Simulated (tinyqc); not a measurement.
The window of frequencies: the 3-omega method: a line heater on a substrate with a thin film. Computed by tinyqc, a small Python program. Command: `OMP_NUM_THREADS=1 python tinyqc.py 3008668 3008669 out.jsonl threeomega walk`. One thread of a shared host (Intel(R) Xeon(R) Processor @ 2.30GHz), about 0.01 s of CPU time with the checks.

A current at angular frequency omega = 2 pi f heats the line at 2 omega with the amplitude P per length; the temperature swing Delta T at 2 omega gives a voltage at 3 omega. The substrate is taken as semi-infinite and isotropic, and the heat capacity of heater and film is left out.

Inputs (values chosen for the exercise, modelled on amorphous silicon on germanium):
```
quantity                      value           unit
substrate conductivity kappa   56.6        W/(m K)
substrate heat capacity C      1.74  1e6 J/(m^3 K)
heater half-width b             2.2     micrometre
power amplitude per length P     35            W/m
current frequency f              91             Hz
substrate thickness d_s         380     micrometre
```

Method:
- D = kappa/C; q = sqrt(2 i omega/D); penetration depth 1/|q| = sqrt(D/(2 omega)).
- Delta T_s = (P/(pi kappa)) int_0^infinity (sin x/x)^2 / sqrt(x^2 + (q b)^2) dx with (q b)^2 = i |q b|^2, averaged over the heater width (12 Gauss-Legendre points on each of the pieces 0, 14 log-spaced edges from 1e-5 to 1, and multiples of pi to 40 pi; the tail adds 1/(4 (40 pi)^2)).
- For |q| b much below 1: Delta T_s = (P/(pi kappa)) [-ln(|q| b) + eta - i pi/4], eta = 3/2 - C_E = 0.92278, with Euler's C_E = 0.5772157.
- The slope value uses each f and 2f: kappa = P ln 2/(2 pi [Delta T(f) - Delta T(2f)]).

diffusivity D = 32.5287 mm^2/s

Bare substrate; columns: (1) f (Hz); (2) penetration depth (micrometre); (3) |q| b; (4) in-phase (K); (5) out-of-phase (K); (6) narrow-line form (K); (7) kappa from the slope (W/(m K)):
```
(1)           (2)        (3)       (4)        (5)        (6)     (7)
5.3        698.86  0.0031480    1.3156   -0.15459     1.3156  56.600
53         221.00  0.0099548    1.0890   -0.15458     1.0890  56.602
530        69.886   0.031480   0.86240   -0.15445    0.86237  56.621
2700       30.963   0.071052   0.70226   -0.15399    0.70213  56.707
11000      15.340    0.14341   0.56442   -0.15260    0.56389  57.033
53000      6.9886    0.31480   0.41162   -0.14754    0.40914  58.629
210000     3.5109    0.62662   0.28286   -0.13524    0.27364  64.218
1.10e+06   1.5340     1.4341   0.14962   -0.10221    0.11066  92.309
5.30e+06  0.69886     3.1480  0.069502  -0.059521  -0.044086  189.33
3.20e+07  0.28442     7.7352  0.028264  -0.026619   -0.22104  466.41
```

The slope gives kappa within 1 % up to |q| b = 0.14 (f = 11000 Hz) among these rows. The penetration depth stays under d_s/5 = 76 micrometre from f = 530 Hz up, so a usable window lies between the two. At high f the flow turns one-dimensional: in-phase and out-of-phase parts become equal in size (ratio 0.94 in the last row) and fall as f^(-1/2) (exponent -0.50). Caution: the penetration depth exceeds a fifth of the substrate thickness, so the back face is felt and the semi-infinite formula fails.
